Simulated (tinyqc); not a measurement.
Inside a calculation. Method: G0W0 on RHF in the sto-3g basis, for H6, spin multiplicity 1. One step of it, computed by the program tinyqc.

Problem. Integrals over molecular orbitals. (pq|rs) = sum C_ip C_jq C_kr C_ls (ij|kl), one index at a time.

coefficients C:
```
            MO1        MO2        MO3        MO4        MO5        MO6
1H 1s  0.198104   0.372187  -0.379133  -0.632378  -0.803293  -0.542101
2H 1s  0.261791   0.399399  -0.289302   0.447053   0.887229   0.796593
3H 1s  0.366963   0.072371   0.427230   0.664824  -0.225282  -1.081951
4H 1s  0.367036  -0.074067   0.426841  -0.664104  -0.228109   1.082149
5H 1s  0.261426  -0.398795  -0.290648  -0.448694   0.886170  -0.795789
6H 1s  0.197611  -0.371255  -0.380520   0.634056  -0.801387   0.540847
```

core Hamiltonian H = T + V (hartree), lower triangle:
```
           1H 1s      2H 1s      3H 1s      4H 1s      5H 1s      6H 1s
1H 1s  -1.758810
2H 1s  -1.377244  -2.045209
3H 1s  -0.271587  -0.880728  -2.198767
4H 1s  -0.065582  -0.282849  -1.549552  -2.198958
5H 1s  -0.004026  -0.026572  -0.283335  -0.881955  -2.045089
6H 1s  -0.000463  -0.004016  -0.065584  -0.271588  -1.375698  -1.758186
```

Two-electron integrals (ij|kl) in chemists' order, unique and non-zero (hartree):
```
(11|11) 0.774606   (21|11) 0.407662   (21|21) 0.255917   (22|11) 0.545460
(22|21) 0.407662   (22|22) 0.774606   (31|11) 0.050269   (31|21) 0.035005
(31|22) 0.063364   (31|31) 0.006057   (32|11) 0.132926   (32|21) 0.103046
(32|22) 0.209513   (32|31) 0.020914   (32|32) 0.079286   (33|11) 0.256799
(33|21) 0.196702   (33|22) 0.404661   (33|31) 0.050269   (33|32) 0.209513
(33|33) 0.774606   (41|11) 0.009083   (41|21) 0.006587   (41|22) 0.012426
(41|31) 0.001257   (41|32) 0.004569   (41|33) 0.012426   (41|41) 0.000277
(42|11) 0.032558   (42|21) 0.024925   (42|22) 0.050269   (42|31) 0.005391
(42|32) 0.020914   (42|33) 0.063364   (42|41) 0.001257   (42|42) 0.006057
(43|11) 0.133418   (43|21) 0.099000   (43|22) 0.196702   (43|31) 0.024925
(43|32) 0.103046   (43|33) 0.407662   (43|41) 0.006587   (43|42) 0.035005
(43|43) 0.255917   (44|11) 0.184943   (44|21) 0.133418   (44|22) 0.256799
(44|31) 0.032558   (44|32) 0.132926   (44|33) 0.545460   (44|41) 0.009083
(44|42) 0.050269   (44|43) 0.407662   (44|44) 0.774606   (51|11) 0.000352
(51|21) 0.000263   (51|22) 0.000518   (51|31) 0.000058   (51|32) 0.000228
(51|33) 0.000726   (51|41) 0.000014   (51|42) 0.000069   (51|43) 0.000417
(51|44) 0.000622   (51|51) 8.07e-07   (52|11) 0.002106   (52|21) 0.001567
(52|22) 0.003103   (52|31) 0.000364   (52|32) 0.001445   (52|33) 0.004939
(52|41) 0.000091   (52|42) 0.000463   (52|43) 0.003055   (52|44) 0.004938
(52|51) 0.000006   (52|52) 0.000040   (53|11) 0.019087   (53|21) 0.013691
(53|22) 0.026186   (53|31) 0.003257   (53|32) 0.013079   (53|33) 0.050366
(53|41) 0.000871   (53|42) 0.004657   (53|43) 0.035071   (53|44) 0.063481
(53|51) 0.000059   (53|52) 0.000464   (53|53) 0.006078   (54|11) 0.055533
(54|21) 0.038942   (54|22) 0.072530   (54|31) 0.008882   (54|32) 0.034926
(54|33) 0.133138   (54|41) 0.002410   (54|42) 0.013075   (54|43) 0.103212
(54|44) 0.209853   (54|51) 0.000171   (54|52) 0.001446   (54|53) 0.020980
(54|54) 0.079515   (55|11) 0.128785   (55|21) 0.088296   (55|22) 0.160209
(55|31) 0.019058   (55|32) 0.072449   (55|33) 0.256922   (55|41) 0.004979
(55|42) 0.026149   (55|43) 0.196813   (55|44) 0.404925   (55|51) 0.000352
(55|52) 0.003103   (55|53) 0.050366   (55|54) 0.209853   (55|55) 0.774606
(61|11) 0.000030   (61|21) 0.000022   (61|22) 0.000044   (61|31) 0.000005
(61|32) 0.000021   (61|33) 0.000073   (61|41) 1.33e-06   (61|42) 0.000007
(61|43) 0.000046   (61|44) 0.000073   (61|51) 8.21e-08   (61|52) 5.97e-07
(61|53) 0.000007   (61|54) 0.000021   (61|55) 0.000044   (61|61) 8.86e-09
(62|11) 0.000251   (62|21) 0.000182   (62|22) 0.000351   (62|31) 0.000043
(62|32) 0.000170   (62|33) 0.000620   (62|41) 0.000011   (62|42) 0.000058
(62|43) 0.000416   (62|44) 0.000724   (62|51) 7.25e-07   (62|52) 0.000006
(62|53) 0.000069   (62|54) 0.000227   (62|55) 0.000517   (62|61) 8.19e-08
(62|62) 8.02e-07   (63|11) 0.003775   (63|21) 0.002658   (63|22) 0.004977
(63|31) 0.000611   (63|32) 0.002406   (63|33) 0.009083   (63|41) 0.000163
(63|42) 0.000869   (63|43) 0.006587   (63|44) 0.012426   (63|51) 0.000011
(63|52) 0.000091   (63|53) 0.001259   (63|54) 0.004575   (63|55) 0.012429
(63|61) 1.33e-06   (63|62) 0.000014   (63|63) 0.000277   (64|11) 0.014994
(64|21) 0.010380   (64|22) 0.019052   (64|31) 0.002297   (64|32) 0.008869
(64|33) 0.032558   (64|41) 0.000611   (64|42) 0.003251   (64|43) 0.024925
(64|44) 0.050269   (64|51) 0.000043   (64|52) 0.000363   (64|53) 0.005399
(64|54) 0.020942   (64|55) 0.063370   (64|61) 0.000005   (64|62) 0.000058
(64|63) 0.001257   (64|64) 0.006057   (65|11) 0.072385   (65|21) 0.049145
(65|22) 0.088192   (65|31) 0.010371   (65|32) 0.038850   (65|33) 0.133307
(65|41) 0.002656   (65|42) 0.013654   (65|43) 0.098922   (65|44) 0.196555
(65|51) 0.000182   (65|52) 0.001565   (65|53) 0.024940   (65|54) 0.103074
(65|55) 0.407114   (65|61) 0.000022   (65|62) 0.000262   (65|63) 0.006581
(65|64) 0.034971   (65|65) 0.255318   (66|11) 0.107644   (66|21) 0.072452
(66|22) 0.128754   (66|31) 0.014994   (66|32) 0.055452   (66|33) 0.184943
(66|41) 0.003775   (66|42) 0.019052   (66|43) 0.133418   (66|44) 0.256799
(66|51) 0.000252   (66|52) 0.002105   (66|53) 0.032603   (66|54) 0.133059
(66|55) 0.545093   (66|61) 0.000030   (66|62) 0.000351   (66|63) 0.009083
(66|64) 0.050269   (66|65) 0.407114   (66|66) 0.774606
```

Give: one-electron integrals over orbitals h = C^T H C; Two-electron integrals over orbitals.

Solution.

one-electron integrals over orbitals h = C^T H C (hartree), lower triangle:
```
        1       2       3       4       5       6
1  -2.262
2   0.000  -2.043
3  -0.139   0.000  -2.036
4   0.000  -0.160  -0.001  -1.602
5  -0.075   0.000   0.145   0.000  -1.288
6   0.000  -0.062   0.000   0.151   0.000  -1.165
```

Two-electron integrals over orbitals (pq|rs), unique and non-zero (hartree):
```
(11|11) 0.416       (21|11) -6.69e-05   (21|21) 0.129       (22|11) 0.329
(22|21) 4.32e-04    (22|22) 0.393       (31|11) 0.082       (31|21) -1.87e-04
(31|22) -0.058      (31|31) 0.131       (32|11) -2.90e-04   (32|21) -0.127
(32|22) -2.70e-04   (32|31) -3.34e-04   (32|32) 0.145       (33|11) 0.390
(33|21) -5.02e-04   (33|22) 0.346       (33|31) 0.046       (33|32) 3.68e-04
(33|33) 0.391       (41|11) 1.50e-05    (41|21) 0.035       (41|22) -9.75e-05
(41|31) 1.17e-04    (41|32) 3.00e-03    (41|33) 4.35e-05    (41|41) 0.080
(42|11) 0.054       (42|21) -2.55e-04   (42|22) -3.76e-03   (42|31) 0.049
(42|32) 8.25e-06    (42|33) 0.015       (42|41) -1.58e-04   (42|42) 0.069
(43|11) 2.61e-04    (43|21) 0.059       (43|22) 1.14e-04    (43|31) 2.51e-04
(43|32) -0.059      (43|33) -1.06e-04   (43|41) 0.015       (43|42) 1.46e-04
(43|43) 0.074       (44|11) 0.387       (44|21) -4.13e-04   (44|22) 0.345
(44|31) 0.041       (44|32) 2.75e-04    (44|33) 0.378       (44|41) 2.95e-06
(44|42) 0.024       (44|43) -6.26e-05   (44|44) 0.392       (51|11) 0.008
(51|21) 7.83e-05    (51|22) 0.026       (51|31) -0.022      (51|32) 8.88e-05
(51|33) -0.009      (51|41) 9.44e-05    (51|42) 0.039       (51|43) 1.14e-04
(51|44) 6.49e-04    (51|51) 0.048       (52|11) 1.50e-04    (52|21) 0.021
(52|22) -6.73e-05   (52|31) 1.94e-04    (52|32) 4.68e-03    (52|33) 9.50e-05
(52|41) 0.055       (52|42) 6.98e-05    (52|43) -0.038      (52|44) 8.00e-05
(52|51) 1.63e-04    (52|52) 0.088       (53|11) -0.063      (53|21) 2.45e-04
(53|22) -2.57e-03   (53|31) -0.053      (53|32) 2.50e-05    (53|33) -0.030
(53|41) 1.50e-04    (53|42) -0.066      (53|43) -1.88e-04   (53|44) -0.025
(53|51) -0.034      (53|52) -4.07e-05   (53|53) 0.071       (54|11) 2.24e-04
(54|21) 0.127       (54|22) 2.63e-04    (54|31) 2.60e-04    (54|32) -0.138
(54|33) -4.04e-04   (54|41) 0.006       (54|42) -3.17e-05   (54|43) 0.060
(54|44) -3.28e-04   (54|51) -5.05e-05   (54|52) -2.19e-03   (54|53) 1.10e-05
(54|54) 0.149       (55|11) 0.343       (55|21) 3.49e-04    (55|22) 0.396
(55|31) -0.047      (55|32) -2.01e-04   (55|33) 0.357       (55|41) -6.62e-05
(55|42) 1.49e-03    (55|43) 1.07e-04    (55|44) 0.366       (55|51) 0.027
(55|52) -4.68e-05   (55|53) -0.006      (55|54) 2.20e-04    (55|55) 0.420
(61|11) 4.66e-05    (61|21) -1.94e-03   (61|22) 6.74e-05    (61|31) 6.71e-07
(61|32) -0.013      (61|33) -3.44e-05   (61|41) -0.029      (61|42) 1.07e-04
(61|43) -0.050      (61|44) -1.63e-05   (61|51) -1.13e-05   (61|52) 0.031
(61|53) -7.42e-05   (61|54) 0.010       (61|55) 5.15e-05    (61|61) 0.066
(62|11) 0.015       (62|21) 9.66e-05    (62|22) 0.032       (62|31) -0.019
(62|32) 6.20e-05    (62|33) 2.56e-03    (62|41) 1.23e-04    (62|42) 0.036
(62|43) 1.39e-04    (62|44) 6.50e-04    (62|51) 0.044       (62|52) 1.70e-04
(62|53) -0.038      (62|54) -4.92e-05   (62|55) 0.031       (62|61) -3.57e-05
(62|62) 0.046       (63|11) -7.93e-06   (63|21) -0.039      (63|22) 8.05e-05
(63|31) -1.13e-04   (63|32) 0.006       (63|33) -3.22e-06   (63|41) -0.077
(63|42) 1.76e-04    (63|43) -0.018      (63|44) -9.78e-06   (63|51) -7.74e-05
(63|52) -0.055      (63|53) -1.82e-04   (63|54) -0.006      (63|55) 7.97e-05
(63|61) 0.029       (63|62) -1.07e-04   (63|63) 0.083       (64|11) -0.084
(64|21) 1.96e-04    (64|22) 0.050       (64|31) -0.125      (64|32) 3.05e-04
(64|33) -0.047      (64|41) -9.85e-05   (64|42) -0.050      (64|43) -2.47e-04
(64|44) -0.046      (64|51) 0.019       (64|52) -1.88e-04   (64|53) 0.054
(64|54) -2.57e-04   (64|55) 0.050       (64|61) -3.73e-06   (64|62) 0.018
(64|63) 1.07e-04    (64|64) 0.134       (65|11) -3.60e-05   (65|21) 0.131
(65|22) 3.90e-04    (65|31) -1.13e-04   (65|32) -0.130      (65|33) -5.06e-04
(65|41) 0.036       (65|42) -2.40e-04   (65|43) 0.063       (65|44) -4.29e-04
(65|51) 6.66e-05    (65|52) 0.022       (65|53) 2.31e-04    (65|54) 0.136
(65|55) 3.39e-04    (65|61) -3.29e-03   (65|62) 9.03e-05    (65|63) -0.044
(65|64) 1.39e-04    (65|65) 0.147       (66|11) 0.444       (66|21) -1.21e-04
(66|22) 0.350       (66|31) 0.090       (66|32) -2.68e-04   (66|33) 0.419
(66|41) 7.83e-06    (66|42) 0.061       (66|43) 2.72e-04    (66|44) 0.424
(66|51) 0.010       (66|52) 1.63e-04    (66|53) -0.072      (66|54) 2.08e-04
(66|55) 0.376       (66|61) 5.03e-05    (66|62) 0.018       (66|63) 2.66e-06
(66|64) -0.098      (66|65) -9.57e-05   (66|66) 0.500
```
